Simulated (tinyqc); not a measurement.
Hole mobility in a silicon inversion layer, empirical terms and Matthiessen rule: course of the iteration: inversion density for the measured current.

Inversion layer of sheet density Ns on a uniformly doped body. The mobility terms are empirical power laws with prefactors chosen for the exercise; adding their inverses (Matthiessen) is itself an approximation.

I = (W/L) q Ns mu Vd. E = q (Ndep + eta Ns)/(eps0 eps_r) in MV/cm. With t = T/(300 K): muC = Ac (Ns/1e12 cm^-2) t/(Nb/1e17 cm^-3 + Nit/1e11 cm^-2), muP = Ap E^(-1/3) t^(-1.75), muS = As E^(-gs); 1/mu is the sum of the inverses. Ns(new) = I/((W/L) q mu Vd).

Stop when Ns changes by less than 1e5 cm^-2, or after 120 iterations.

Values chosen for this exercise; material values close to those of silicon:
```
symbol   value        unit                                                meaning
T          293           K                                            temperature
eps_r     11.9                         relative permittivity of the semiconductor
Nb      1.8e17       cm^-3                                            body doping
eta     0.3333              weight of the inversion charge in the effective field
Ap         123  cm^2/(V s)           phonon-limited mobility at 1 MV/cm and 300 K
As         571  cm^2/(V s)                  roughness-limited mobility at 1 MV/cm
gs         1.3                                     exponent of the roughness term
Ac        2100  cm^2/(V s)                                      Coulomb prefactor
Nit     1.1e12       cm^-2                                charge at the interface
WL          20                                                          ratio W/L
Vd        0.01           V                                          drain voltage
I         30.8          uA                                measured linear current
```

Constants: q = 1.602176634e-19 C, eps0 = 8.8541878128e-14 F/cm where lengths are in cm. Results are converted to the units shown.

Ns at the start = 6e12 cm^-2
Ndep = 1.87082e12 cm^-2

Course of the iteration:

| iteration | Ns (cm^-2) | \|change\| (cm^-2) |
|---|---|---|
| 1 | 8.12874e12 | 2.13e12 |
| 2 | 8.43625e12 | 3.08e11 |
| 3 | 8.48927e12 | 5.30e10 |
| 4 | 8.49855e12 | 9.28e9 |
| 5 | 8.50018e12 | 1.63e9 |
| 6 | 8.50047e12 | 2.86e8 |
| 7 | 8.50052e12 | 5.03e7 |
| 8 | 8.50052e12 | 8.84e6 |
| 9 | 8.50053e12 | 1.55e6 |
| 10 | 8.50053e12 | 2.73e5 |
| 11 | 8.50053e12 | 4.79e4 |

Did this iteration meet its convergence test, and what does its course show?

Yes. Converged in 11 iterations. At the end each change is about 0.18 times the one before: linear convergence.

tinyqc, about 0.01 s, one thread, Intel Xeon 2.30GHz (shared host): `OMP_NUM_THREADS=1 python tinyqc.py 2510047 2510048 out.jsonl`
